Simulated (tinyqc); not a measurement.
Voltage acceleration of oxide breakdown, four models on the same data: two steps of the calculation.

Field E = V/tox in MV/cm. Models: ln(t63/1 s) = a - c X with X = E (E model), -1/E (1/E model), ln V (power law, c the exponent n) or sqrt(E).

Inputs (values chosen for the exercise):
```
symbol   value  unit                         meaning
tox        1.2    nm                 oxide thickness
Vu        0.87     V                     use voltage
Ts         373     K              stress temperature
Tu         328     K                 use temperature
Ea        0.86    eV               activation energy
ks      7.4e-6        factor for area and percentile
```

Constants: q = 1.602176634e-19 C, kB = 1.380649e-23 J/K. Results are converted to the units shown.

Task 1. Fitting the models. The three stress times were made with the 1/E model, c = 519, and are treated as data. For each model fit ln t63 on X by least squares over the three points.

| stress | V (V) | t63 (s) |
|---|---|---|
| 0 | 1.49 | 97490 |
| 1 | 1.76 | 160 |
| 2 | 1.99 | 2.679 |

Wanted: c; a; largest misfit in ln t63 (0: below 0.002).

Result 1.

| model | c | a | largest misfit in ln t63 (0: below 0.002) |
|---|---|---|---|
| E | 2.530 | 42.67 | 0.4931 |
| 1/E | 519.0 | -30.31 | 0.0000 |
| power | 36.42 | 25.91 | 0.2435 |
| sqrt E | 19.22 | 79.06 | 0.3678 |

The worst misfit of any model is 0.49 in ln t63, a factor of 1.64 in time, comparable to the scatter of t63 from small samples, so such data hardly tell the models apart.

Task 2. Projection to use conditions. Project to Vu, multiply by exp[(Ea q/kB)(1/Tu - 1/Ts)] and by ks; ten years are 3.15576e8 s. The largest voltage for ten years solves the same relation for V.

| model | c | a |
|---|---|---|
| E | 2.5299622 | 42.674379 |
| 1/E | 518.99514 | -30.310789 |
| power | 36.421404 | 25.908154 |
| sqrt E | 19.223188 | 79.062175 |

Find: temperature factor; lifetime; largest voltage for ten years.

Result 2.

temperature factor = 39.282

| model | lifetime (years) | largest voltage for ten years (V) |
|---|---|---|
| E | 0.34012 | 0.70963 |
| 1/E | 7.7573e6 | 1.0733 |
| power | 262.35 | 0.95165 |
| sqrt E | 6.6297 | 0.85624 |

The lifetimes span 7.36 decades, from the E model (most cautious) to the 1/E model; the allowed voltage spans 0.710 to 1.07 V. 2 of the four models pass ten years at Vu. Lifetimes beyond a thousand years are formal extrapolations.

Range of the model: All four laws are empirical fits; none is established far below the stress range.

Program tinyqc, `OMP_NUM_THREADS=1 python tinyqc.py 2070025 2070026 out.jsonl`; Intel Xeon 2.30GHz, shared host, one thread, about 0.01 s.
